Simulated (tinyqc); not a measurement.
From one set of inputs to another, one input at a time: harmonic transition-state theory with quantum, tunnelling and friction corrections. Computed by tinyqc, a small Python program. Command: `OMP_NUM_THREADS=1 python tinyqc.py 3031116 3031117 out.jsonl rates ladder`. One thread of a shared host (Intel(R) Xeon(R) Processor @ 2.30GHz), about 0.03 s of CPU time with the checks.

One atom hops between equivalent sites; three modes at the minimum and two real modes at the saddle are treated as harmonic, the rest of the crystal as unchanged; melting is ignored, so hot rows may lie above the melting point.

The inputs printed are set A. Set A is modelled on interstitial lithium in silicon; the values taken over come from a set modelled on interstitial oxygen in silicon. Inputs not listed in the table keep their values of set A, so the rows need not describe a real material.

Inputs (values chosen for the exercise, modelled on interstitial lithium in silicon): barrier E_b = 0.629 eV; imaginary frequency at the saddle nu_b = 10.2 THz; temperature T = 286 K; jump length d = 2.35 angstrom; number of jump directions z = 4.

Lattice of sites: three-dimensional.

frequencies at the minimum (THz): [9.24, 12.6, 14.8]

real frequencies at the saddle (THz): [14.4, 19.1]

Constants: k_B = 8.617333262e-05 eV/K; h x 1 THz = 4.135667696 meV.

Method:
- Vineyard: nu* = product of minimum frequencies / product of real saddle frequencies; k_cl = nu* exp(-E_b/(k_B T)).
- Activation entropy S = k_B ln(nu* h/(k_B T)); for uncorrelated jumps D = z k d^2/6 and D0 = z nu* d^2/6; 1 angstrom^2 = 1e-16 cm^2.
- Quantum harmonic: k_q = (k_B T/h) [prod 2 sinh(x_i/2) (minimum) / prod 2 sinh(x_j/2) (saddle)] exp(-E_b/(k_B T)), x = h nu/(k_B T).
- Zero-point correction to the barrier = (h/2)(sum of saddle frequencies - sum of minimum frequencies).
- With u = h nu_b/(k_B T): Wigner factor 1 + u^2/24; parabolic barrier (Bell) (u/2)/sin(u/2), valid above T_c = h nu_b/(2 pi k_B); symmetric Eckart barrier: kappa = int_0^infinity P(E) exp(-(E - E_b)/(k_B T)) dE/(k_B T), P = (cosh 2a - 1)/(cosh 2a + cosh 2d), a = alpha sqrt(E/E_b), alpha = 2 pi E_b/(h nu_b), 2d = 2 sqrt(alpha^2 - pi^2/4).

Each row keeps all changes above it:
```
input moved                                    from    to  classical diffusivity D (cm^2/s)  ratio k_q/k_cl  Eckart factor
set A                                             -     -                         1.901e-14          0.8995          1.138
jump length d (angstrom)                       2.35   1.9                         1.243e-14          0.8995          1.138
temperature T (K)                               286   893                         4.251e-07          0.9872          1.014
barrier E_b (eV)                              0.629  2.41                         3.777e-17          0.9872          1.013
imaginary frequency at the saddle nu_b (THz)   10.2  8.65                         3.777e-17          0.9872          1.009
```

Where does the difference come from?

Classical diffusivity D goes from 1.90e-14 to 3.78e-17, a factor 0.00199 in all. The largest single move comes from barrier E_b (a factor 8.89e-11), and temperature T works against it (a factor 3.42e7). Ratio k_q/k_cl goes from 0.900 to 0.987, a factor 1.10 in all. The largest single move comes from temperature T (a factor 1.10). Eckart factor goes from 1.14 to 1.01, a factor 0.887 in all. The largest single move comes from temperature T (a factor 0.891). The single moves hold for this order of the switches; the total does not depend on the order.

Caution (rows set A, jump length d): h nu exceeds k_B T, so zero-point and tunnelling corrections to the classical rate matter.

Extremes, crossings and ranges named in words are read from the listed rows.
